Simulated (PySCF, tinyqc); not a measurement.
Inside a calculation. Method: CCD on RHF in the sto-3g basis, for H3-, spin multiplicity 1. The basis has no diffuse functions, so it cannot describe the extra electron: this is an exercise in the method, not the real anion. The lowest restricted solution is unstable here: a spin-polarised one lies 0.0453 hartree lower (PySCF). One step of it, computed by the program tinyqc.

Problem. Orthogonalisation. S = U s U^T; symmetric (Loewdin) form X = U s^(-1/2) U^T, so that X^T S X = 1.

overlap S, lower triangle:
```
,1H 1s,2H 1s,3H 1s
1H 1s,1.000000
2H 1s,0.652027,1.000000
3H 1s,0.652116,0.601588,1.000000
```

Give: eigenvalues of S; X.

Solution.

eigenvalues of S: 0.3308  0.3984  2.2708

X, lower triangle:
```
,1H 1s,2H 1s,3H 1s
1H 1s,1.3678
2H 1s,-0.3613,1.3093
3H 1s,-0.3614,-0.2749,1.3094
```
